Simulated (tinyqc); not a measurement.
What each parameter does: overlap of hydrogenic dopants: pairs, impurity band and the Mott density.

Ry* = Ry m/eps^2, aB = a0 eps/m. For 1s orbitals a distance rho = R/aB apart, in Ry*: overlap S = exp(-rho)(1 + rho + rho^2/3), J = (2/rho)(1 - (1 + rho) exp(-2 rho)) (attraction to the other ion), Kx = 2 (1 + rho) exp(-rho) (exchange of one electron). One electron on a pair has E = -1 - (J +/- Kx)/(1 +/- S), without the repulsion 2/rho of the ions. Hopping after orthogonalisation: t = (Kx - S J)/(1 - S^2), half the splitting. Dopants on a lattice with z neighbours, n = (3 sqrt3/4)/R^3 (bcc), give a band of width B = 2 z t, as on any lattice of two interpenetrating sublattices. Valleys, central cells and disorder are left out.

Constants: Ry = 13.60569312 eV; a0 (Bohr radius) = 0.5291772105 angstrom.

Values chosen for the exercise (an isotropic mass and dielectric constant of the size used for acceptors in Si; not measured data):

| symbol | value | unit | meaning |
|---|---|---|---|
| m | 0.38 | m0 | mass |
| eps | 12.1 |  | dielectric constant |
| rho | 5.9 | aB | distance of a pair |
| N | 0.0039 | 1/aB^3 | dopant density |
| z | 8 |  | neighbours in the dopant lattice |

At fixed N in units of 1/aB^3 and fixed rho: Ry*, 2t of the pair, B of the lattice and the density in 1e18/cm^3 (1/angstrom^3 = 1e24/cm^3).

One parameter was then changed.

Results before and after:

| case | Ry* (meV) | 2t (meV) | B (meV) | density (1e18/cm^3) |
|---|---|---|---|---|
| base | 35.313 | 1.4602 | 4.941 | 0.8152 |
| changed | 29.184 | 1.2068 | 4.084 | 0.6125 |

Which of these changes was made? (a) eps = 13.31; (b) m = 0.418 m0; (c) N = 0.00585 1/aB^3; (d) rho = 6.4 aB.
Answer: (a) eps = 13.31. Of the candidates, run in turn, only this one gives the changed row.

All candidates:

| case | Ry* (meV) | 2t (meV) | B (meV) | density (1e18/cm^3) |
|---|---|---|---|---|
| base | 35.313 | 1.4602 | 4.941 | 0.8152 |
| m = 0.418 m0 | 38.844 | 1.6063 | 5.435 | 1.085 |
| eps = 13.31 | 29.184 | 1.2068 | 4.084 | 0.6125 |
| rho = 6.4 aB | 35.313 | 0.9659 | 4.941 | 0.8152 |
| N = 0.00585 1/aB^3 | 35.313 | 1.4602 | 10.280 | 1.223 |

Run: tinyqc, `OMP_NUM_THREADS=1 python tinyqc.py 1452215 1452216 out.jsonl`; Intel(R) Xeon(R) Processor @ 2.30GHz, one thread, shared host; about 0.01 s of CPU time with all checks.
